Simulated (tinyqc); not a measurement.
# Thickness and doping from the maximum and minimum capacitance

Inverse problem. A MOS capacitor has Cmax = Cox = eps0 eox/tox and 1/Cmin = 1/Cox + Wm/(eps0 eps_r), with Wm = sqrt(4 eps0 eps_r Vt ln(N/ni)/(q N)) and N well above ni. Find tox, Wm and N.

Values chosen for this exercise; band and dielectric values close to those of silicon:
```
symbol,value,unit,meaning
T,273,K,temperature
eps_r,11.8,,relative permittivity
eox,24.8,,relative permittivity of the gate insulator (close to zirconium oxide)
```

Constants: q = 1.602176634e-19 C, kB = 1.380649e-23 J/K, Vt = kB T/q, eps0 = 8.8541878128e-14 F/cm where lengths are in cm. Results are converted to the units shown.

Cmax = 2.7109118 uF/cm^2
Cmin = 0.047679708 uF/cm^2
ni = 1.3391181e9 cm^-3

Solution. Cmax gives tox and the series difference Wm. N follows by iterating N = 4 eps0 eps_r Vt ln(N/ni)/(q Wm^2); ln(N/ni)/N falls steadily for N > e ni, so there is one root in that range.

tox = 8.10 nm
Wm = 215 nm
N = 2.20e16 cm^-3

Numbers from tinyqc (`OMP_NUM_THREADS=1 python tinyqc.py 2060101 2060102 out.jsonl`; about 0.01 s on one thread of a shared Intel Xeon 2.30GHz).
